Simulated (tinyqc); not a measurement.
Empirical pseudopotential in a few plane waves, step by step. Computed by tinyqc, a small Python program that keeps every step. Settings: plane-wave index or count = 15. Command: `OMP_NUM_THREADS=1 python tinyqc.py 22759 22760 out.jsonl` (the two numbers bound the seeds that draw the settings). One thread of a shared host (Intel(R) Xeon(R) Processor @ 2.60GHz), about 0.2 s of CPU time with the checks.

## Bloch Hamiltonian at G

Parameters chosen for this model: fcc lattice, atoms at +/- a/8 (1,1,1); form factors in rydberg at |G|^2 in units of (2 pi/a)^2:
```
parameter                 value      unit
a                      6.060000  angstrom
VS(3)                 -0.240000        Ry
VS(8)                  0.004000        Ry
VS(11)                 0.039000        Ry
VA(3)                         0        Ry
VA(4)                         0        Ry
VA(11)                        0        Ry
hbar^2/2m (2 pi/a)^2   4.095787        eV
```

k point G (2 pi / a): 0  0  0

Basis: the 15 shortest G (labels in 2 pi/a), the same at every k. H(G,G') = c |k + G|^2 delta + VS(|G-G'|^2) cos((G-G').tau) + i VA sin((G-G').tau), tau = a/8 (1,1,1); 1 Ry = 13.605693 eV.

H(k) at G (eV), lower triangle:
```
           +0+0+0     -1-1-1     -1-1+1     -1+1-1     -1+1+1     +1-1-1     +1-1+1     +1+1-1
+0+0+0   0.000000
-1-1-1   2.308963  12.287362
-1-1+1  -2.308963   0.000000  12.287362
-1+1-1  -2.308963   0.000000   0.054423  12.287362
-1+1+1  -2.308963  -0.054423   0.000000   0.000000  12.287362
+1-1-1  -2.308963   0.000000   0.054423   0.054423   0.000000  12.287362
+1-1+1  -2.308963  -0.054423   0.000000   0.000000   0.054423   0.000000  12.287362
+1+1-1  -2.308963  -0.054423   0.000000   0.000000   0.054423   0.000000   0.054423  12.287362
+1+1+1   2.308963   0.000000  -0.054423  -0.054423   0.000000  -0.054423   0.000000   0.000000
-2+0+0   0.000000  -2.308963  -2.308963  -2.308963   2.308963   0.375206  -0.375206  -0.375206
+0-2+0   0.000000  -2.308963  -2.308963   0.375206  -0.375206  -2.308963   2.308963  -0.375206
+0+0-2   0.000000  -2.308963   0.375206  -2.308963  -0.375206  -2.308963  -0.375206   2.308963
+0+0+2   0.000000  -0.375206   2.308963  -0.375206  -2.308963  -0.375206  -2.308963   0.375206
+0+2+0   0.000000  -0.375206  -0.375206   2.308963  -2.308963  -0.375206   0.375206  -2.308963
+2+0+0   0.000000  -0.375206  -0.375206  -0.375206   0.375206   2.308963  -2.308963  -2.308963

           +1+1+1     -2+0+0     +0-2+0     +0+0-2     +0+0+2     +0+2+0     +2+0+0
+1+1+1  12.287362
-2+0+0  -0.375206  16.383150
+0-2+0  -0.375206   0.054423  16.383150
+0+0-2  -0.375206   0.054423   0.054423  16.383150
+0+0+2  -2.308963  -0.054423  -0.054423   0.000000  16.383150
+0+2+0  -2.308963  -0.054423   0.000000  -0.054423   0.054423  16.383150
+2+0+0  -2.308963   0.000000  -0.054423  -0.054423   0.054423   0.054423  16.383150
```

## Levels at G

Diagonalise the Hermitian matrix.

eigenvalues (eV): -2.797158  7.512960  8.552602  8.552602  8.552602  12.232940  12.232940  12.232940  15.247788  16.274304  16.274304  20.063487  20.063487  20.063487  21.538511

## Bands along a path

The same steps at evenly spaced points between the labelled ones.

Bands along the path (eV), lowest eight:
```
k            band 1    band 2    band 3    band 4     band 5     band 6     band 7     band 8
L         -0.825008  2.017469  7.928808  7.928808   9.412428  13.237233  13.237233  16.517592
L-G 0.33  -1.727699  3.308435  7.969234  7.969234   9.493785  13.110552  13.110552  15.148583
L-G 0.67  -2.516637  5.504113  8.305914  8.305914   9.644684  12.699916  12.709180  12.709180
G         -2.797158  7.512960  8.552602  8.552602   8.552602  12.232940  12.232940  12.232940
G-X 0.33  -2.420367  5.283792  7.903922  7.903922  10.716170  11.331384  13.482635  13.482635
G-X 0.67  -1.307270  2.898321  7.137062  7.137062  10.573426  10.963922  15.718325  16.019909
X          0.488132  0.881733  6.998760  6.998760  10.060034  10.793049  18.940986  19.121647
```

With 4 band(s) filled, the highest filled level on these points lies at G and the lowest empty one at G: the bands touch or overlap, so there is no gap. This holds for the small fixed basis; with all plane waves up to |k + G|^2 = 21 (2 pi/a)^2 the gap along the path is 0.00 eV.

## Convergence with the number of plane waves

Levels at G counted from the fourth one.

Levels (eV):
```
plane waves     level 1  level 5   level 8
9            -15.030097        0  0.217691
15           -11.349760        0  3.680337
27           -10.874798        0  3.219654
51           -10.707863        0  3.409635
59           -10.699525        0  3.299404
65           -10.706666        0  3.290663
89           -10.696653        0  3.292202
```
